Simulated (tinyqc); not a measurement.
Inside a calculation. Model: X-ray reflectivity of a thin film on silicon: critical angles, Parratt recursion, fringes and roughness. Computed by tinyqc, a small Python program that keeps every step. Command: `OMP_NUM_THREADS=1 python tinyqc.py 3121231 3121232 out.jsonl xrr walk`. One thread of a shared host (Intel(R) Xeon(R) Processor @ 2.30GHz), about 0.01 s of CPU time with the checks. Intermediate numbers are printed to about 7 digits and carried at full precision; extremes and crossings named in words are read from the listed rows.

n = 1 - delta + i beta; the classical electron radius is r_e = 2.8179403e-6 nm. Layer 0 is vacuum, 1 the film, 2 the substrate.

Inputs (values chosen for the exercise, modelled on TaN on silicon, copper K-alpha radiation): wavelength lambda = 0.15406 nm; film density rho = 14.1 g/cm^3; effective electrons per unit mass, film = 0.413 mol/g; beta/delta, film = 0.087; film thickness d = 9.03 nm; roughness of the surface sigma_1 = 0.38 nm; roughness of the interface sigma_2 = 0.34 nm; substrate density = 2.33 g/cm^3; effective electrons per unit mass, substrate = 0.507 mol/g; beta/delta, substrate = 0.023; grazing angle theta = 1.68 degrees.

Constants: N_A = 6.02214076e+23 1/mol.

## Optical constants

delta = r_e lambda^2 rho_e/(2 pi), rho_e = density x electrons per mass x N_A; critical angle sqrt(2 delta), q_c = 4 sqrt(pi r_e rho_e).

Constants:
```
layer      rho_e (1/nm^3)         delta          beta  critical angle (degrees)  q_c (1/nm)
film             3506.873  3.732947e-05  3.247664e-06                 0.4950665   0.7047918
substrate         711.402  7.572626e-06  1.741704e-07                 0.2229774   0.3174375
```

The film is denser in electrons than the substrate; X-rays tunnel through a film of a few nanometres, so the edge of total reflection moves to the value of the film only as it thickens.

## Critical angle of the film

The formulas are those given above.

critical angle of the film = 0.4950665 degrees

## Reflectivity at one angle

k_j = (2 pi/lambda) sqrt(sin^2 theta - 2 delta_j + 2 i beta_j); r_ij = (k_i - k_j)/(k_i + k_j) x exp(-2 k_i k_j sigma^2) (Nevot-Croce); r = (r_01 + r_12 p)/(1 + r_01 r_12 p), p = exp(2 i k_1 d); R = |r|^2.

k_0, k_1, k_2 (1/nm): [1.195678, 1.142579+0.004728i, 1.185097+0.000244i]

1000 r_01 = 15.30047-1.41870i

1000 r_12 = -13.35149+1.45508i

p = -0.1955470+0.8970934i

reflectivity R = 4.629191e-04

q = 4 pi sin(theta)/lambda = 2.391357 1/nm

## Fringe period, contrast and decay

Far above the critical angle the period is d theta = lambda/(2 d), or 2 pi/d in q; the envelope runs between (|r_01| - |r_12 p|)^2 and (|r_01| + |r_12 p|)^2; contrast = 2 a b/(a^2 + b^2) with a = |r_01|, b = |r_12 p|; roughness factors on the amplitudes are about exp(-q^2 sigma^2/2).

period in theta = 0.4887590 degrees

period in q = 0.6958123 1/nm

contrast = 0.9762750

roughness factor, surface = 0.6617403

roughness factor, interface = 0.7185397

## Thickness from the minima

Minima of R theta^4 are located on 6001 points over 7.5 periods, from 1.15 times the larger critical angle. With refraction, sin^2(theta_m) = 2 delta + m^2 (lambda/(2 d))^2, m integer or half-integer; the first six minima are used, and the first order is the one that minimises the largest residual of the least-squares line plus the distance of its intercept from 2 delta. Without refraction, d = lambda/(2 x mean step of sin theta).

Minima:
```
order m  theta (degrees)  sin^2 theta
1               0.697626  0.000148244
2               1.097186  0.000366659
3               1.549288  0.000730993
4               2.018497  0.001240598
5               2.495648  0.001896036
6               2.976465  0.002696283
```

d with refraction = 9.027736 nm

d without refraction = 9.689264 nm

Against d = 9.03 nm the errors are -0.03 % with and +7.30 % without refraction. The orders are integers, as r_01 and r_12 have opposite signs for a film denser than the substrate.

## Which roughness does what

R is averaged over one period above each angle (64 points); contrast = (max - min)/(max + min) of R theta^4 over that period. Cases: smooth; only sigma_1; only sigma_2; both.

Mean R and contrast:
```
theta (degrees)      R smooth   contrast    R, sigma_1  contrast, sigma_1    R, sigma_2  contrast, sigma_2       R, both  contrast, both
0.8              9.951324e-03  0.9487828  8.731688e-03          0.9855164  9.427709e-03          0.9124835  8.210887e-03       0.9627557
1.2              1.997403e-03  0.9551864  1.507592e-03          0.9992232  1.767682e-03          0.8670206  1.278754e-03       0.9770343
1.8              3.871410e-04  0.9586876  2.197890e-04          0.9626859  3.041385e-04          0.7847809  1.378809e-04       0.9877953
2.5              1.099538e-04  0.9641079  4.869858e-05          0.8146830  7.748286e-05          0.6284180  1.566489e-05       0.9993798
3.5              3.264543e-05  0.9668536  1.245102e-05          0.3539456  2.076824e-05          0.3070100  9.190936e-07       0.9883876
```

At 2.5 degrees sigma_1 alone multiplies the mean R by 0.44 and sigma_2 alone by 0.70; the contrast goes from 0.96 (smooth) to 0.81 and 0.63.

Checks made by the program: smooth bare substrate far above q_c against (q_c/2q)^4 (relative difference 1e-03).
